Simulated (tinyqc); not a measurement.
Barrier and mass from two Fowler-Nordheim currents.

Inverse problem. Fowler-Nordheim tunnelling through a dielectric follows J = A F^2 exp(-B/F), A = q^2 me/(16 pi^2 hbar m1 phi1) (A/V^2 with phi1 in volts), B = (4/3) sqrt(m1/C) phi1^1.5 (V/nm), C = hbar^2/(2 m0). Find B, A, phi1 and m1.

Parameters, values chosen for the exercise: emitter mass in the supply function me = 1 m0.

Constants: q = 1.602176634e-19 C, hbar = 1.054571817e-34 J s, m0 = 9.1093837015e-31 kg, hbar^2/(2 m0) = 0.0380998212 eV nm^2. Results are converted to the units shown.

J at F = 0.8 and 1.32 V/nm (A/cm^2): 0.028307034  442.10134

Answer. The slope of ln(J/F^2) against 1/F is -B and the intercept gives A. A fixes the product m1 phi1, and B = (4/3) phi1 sqrt(m1 phi1/C) then gives phi1.

B = 17.58 V/nm
A = 1.538e-6 A/V^2
phi1 = 2.570 eV
m1 = 0.3900 m0

Program tinyqc, `OMP_NUM_THREADS=1 python tinyqc.py 2540166 2540167 out.jsonl`; Intel Xeon 2.30GHz, shared host, one thread, about 0.06 s.
